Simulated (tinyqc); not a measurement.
Band gaps under pressure and temperature from deformation potentials, step by step. Values are carried at full precision from step to step, so a last printed digit may differ when a step is redone from the rounded ones.

Murnaghan: V/V0 = (1 + Bp P/B0)^(-1/Bp), B0 = (C11 + 2 C12)/3. Each gap moves by a ln(V/V0) with its volume potential a, and falls with temperature by aV T^2/(T + bV) (Varshni); the two effects are added. No change of phase is considered.

Parameters, chosen for this exercise (near those of GaSb, the X and L potentials typical of such crystals; shifted at random, so the results belong to these values and not to a real crystal):

| symbol | value | unit | meaning |
|---|---|---|---|
| C11 | 87.2 | GPa |  |
| C12 | 39.9 | GPa |  |
| Bp | 4.08 |  | pressure derivative of the bulk modulus |
| P | 2.3 | GPa | pressure |
| Eg | 0.805 | eV | gap at Gamma to the s-like level at 0 K, 0 GPa |
| EgX | 1.12 | eV | gap to X at 0 K, 0 GPa |
| EgL | 0.888 | eV | gap to L at 0 K, 0 GPa |
| aG | -8.19 | eV | volume potential of the Gamma gap |
| aX | 1.33 | eV | volume potential of the X gap |
| aL | -4.16 | eV | volume potential of the L gap |
| aV | (0.436, 0.473, 0.609) | meV/K | Varshni alpha of Gamma, X, L |
| bV | (147, 92, 151) | K | Varshni beta of Gamma, X, L |
| T | 400 | K | temperature |
| aT | 6.7 | 1e-6/K | linear thermal expansion near 300 K |

## Volume under pressure

Give B0, V/V0, ln(V/V0), the change of the lattice constant and the linear estimate -P/B0.

B0 = 55.67 GPa
V/V0 = 0.96254
ln(V/V0) = -0.03818
change of a = -1.265 %
-P/B0 = -0.04132

The stiffening under pressure makes the compression 7.6 % smaller than the linear estimate.

## Gaps at P and T

Give both shifts and the gaps.

pressure shifts (eV): Gamma 0.3127, X -0.0508, L 0.1588

temperature shifts (eV): Gamma -0.1275, X -0.1538, L -0.1768

gaps (eV): Gamma 0.9902, X 0.9154, L 0.8700

The lowest valley is L (indirect gap), 45 meV below X; at 0 K and 0 GPa it is Gamma.

## Pressure coefficients

Expand in P: E = E0 + c1 P + c2 P^2 with c1 = -a/B0 and c2 = a Bp/(2 B0^2).

c1 (meV/GPa): Gamma 147.13, X -23.89, L 74.73

c2 (meV/GPa^2): Gamma -5.392, X 0.876, L -2.739

Gamma and L rise under pressure and X falls, as the signs of the volume potentials say.

## Pressures at which the valleys cross

Two gaps meet at ln(V/V0) = -(E_i - E_j)/(a_i - a_j), with the gaps at T and P = 0; then P = (B0/Bp)(exp(-Bp ln(V/V0)) - 1). A dash marks expansion or a compression beyond ln(V/V0) = -0.3.

Crossings:

| pair | E_i - E_j (eV) | ln(V/V0) | P (GPa) |
|---|---|---|---|
| Gamma-X | -0.2887 | -0.0303 | 1.80 |
| Gamma-L | -0.0337 | -0.0084 | 0.47 |
| L-X | -0.2550 | -0.0465 | 2.85 |

The lowest valley changes at 0.47 GPa (Gamma to L) and 2.85 GPa (L to X).

## How much of dE/dT is thermal expansion

At 300 K: dE/dT = -aV T (T + 2 bV)/(T + bV)^2; expansion alone gives 3 aT a; the rest is electron-phonon coupling.

dE/dT (meV/K): Gamma -0.3888, X -0.4469, L -0.5407

from expansion (meV/K): Gamma -0.1646, X 0.0267, L -0.0836

remainder (meV/K): Gamma -0.2242, X -0.4737, L -0.4571

Expansion supplies 42 % of the slope at Gamma and 15 % at L; at X it works against the fall.

## Checks

- Slope of the Gamma gap at P = 0 by finite differences against c1 (meV/GPa): both 147.13.

Computed by tinyqc, a small Python program: `OMP_NUM_THREADS=1 python tinyqc.py 1050397 1050398 out.jsonl` (the numbers bound the seed that draws the inputs); one thread of a shared host (Intel(R) Xeon(R) Processor @ 2.30GHz), about 0.01 s for the whole set of steps.
